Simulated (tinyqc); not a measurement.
Inside a calculation. Method: Hueckel theory of the pi electrons with the omega technique, for the molecule BC(=C)C=CC=CC=N (SMILES; centres numbered as the heavy atoms are written). One step of it, computed by the program tinyqc.

Problem. Omega technique, round 2. h_r = h_r(0) + omega q_r, omega = 0.6, with q_r = z_r - P_rr; 0.7 of the old diagonal is kept.

Hueckel matrix in units of beta (H = alpha + beta A):
```
           1B        2C        3C        4C        5C        6C        7C        8C
1B  -1.010000  0.650000  0.000000  0.000000  0.000000  0.000000  0.000000  0.000000
2C   0.650000  0.000000  1.000000  1.000000  0.000000  0.000000  0.000000  0.000000
3C   0.000000  1.000000  0.000000  0.000000  0.000000  0.000000  0.000000  0.000000
4C   0.000000  1.000000  0.000000  0.000000  1.000000  0.000000  0.000000  0.000000
5C   0.000000  0.000000  0.000000  1.000000  0.000000  1.000000  0.000000  0.000000
6C   0.000000  0.000000  0.000000  0.000000  1.000000  0.000000  1.000000  0.000000
7C   0.000000  0.000000  0.000000  0.000000  0.000000  1.000000  0.000000  1.000000
8C   0.000000  0.000000  0.000000  0.000000  0.000000  0.000000  1.000000  0.000000
9N   0.000000  0.000000  0.000000  0.000000  0.000000  0.000000  0.000000  1.000000

          9N
1B  0.000000
2C  0.000000
3C  0.000000
4C  0.000000
5C  0.000000
6C  0.000000
7C  0.000000
8C  1.000000
9N  0.440000
```

charge and bond-order matrix P:
```
           1B         2C         3C         4C         5C         6C         7C         8C
1B   0.077956   0.276425   0.247735   0.082669  -0.052500  -0.035279   0.023924   0.017052
2C   0.276425   1.019492   0.827267   0.476559  -0.009587  -0.100406   0.009371   0.035469
3C   0.247735   0.827267   0.867078   0.021209  -0.350360  -0.042496   0.249323   0.061406
4C   0.082669   0.476559   0.021209   0.944320   0.760613   0.063082  -0.329831  -0.076509
5C  -0.052500  -0.009587  -0.350360   0.760613   1.004072   0.531286  -0.015592  -0.110663
6C  -0.035279  -0.100406  -0.042496   0.063082   0.531286   0.935252   0.750530   0.090710
7C   0.023924   0.009371   0.249323  -0.329831  -0.015592   0.750530   1.023981   0.508822
8C   0.017052   0.035469   0.061406  -0.076509  -0.110663   0.090710   0.508822   0.877770
9N  -0.018800  -0.014554  -0.213655   0.255645   0.033129  -0.353423  -0.073317   0.833374

           9N
1B  -0.018800
2C  -0.014554
3C  -0.213655
4C   0.255645
5C   0.033129
6C  -0.353423
7C  -0.073317
8C   0.833374
9N   1.250078
```

Centres:
```
centre  z_r, pi electrons of the neutral centre          h
1B                                            0  -1.010000
2C                                            1   0.000000
3C                                            1   0.000000
4C                                            1   0.000000
5C                                            1   0.000000
6C                                            1   0.000000
7C                                            1   0.000000
8C                                            1   0.000000
9N                                            1   0.440000
```

Give: matrix after round 2.

Solution.

matrix after round 2:
```
        1B      2C     3C     4C      5C     6C      7C     8C
1B  -1.034   0.650  0.000  0.000   0.000  0.000   0.000  0.000
2C   0.650  -0.008  1.000  1.000   0.000  0.000   0.000  0.000
3C   0.000   1.000  0.045  0.000   0.000  0.000   0.000  0.000
4C   0.000   1.000  0.000  0.020   1.000  0.000   0.000  0.000
5C   0.000   0.000  0.000  1.000  -0.003  1.000   0.000  0.000
6C   0.000   0.000  0.000  0.000   1.000  0.022   1.000  0.000
7C   0.000   0.000  0.000  0.000   0.000  1.000  -0.010  1.000
8C   0.000   0.000  0.000  0.000   0.000  0.000   1.000  0.041
9N   0.000   0.000  0.000  0.000   0.000  0.000   0.000  1.000

       9N
1B  0.000
2C  0.000
3C  0.000
4C  0.000
5C  0.000
6C  0.000
7C  0.000
8C  1.000
9N  0.357
```
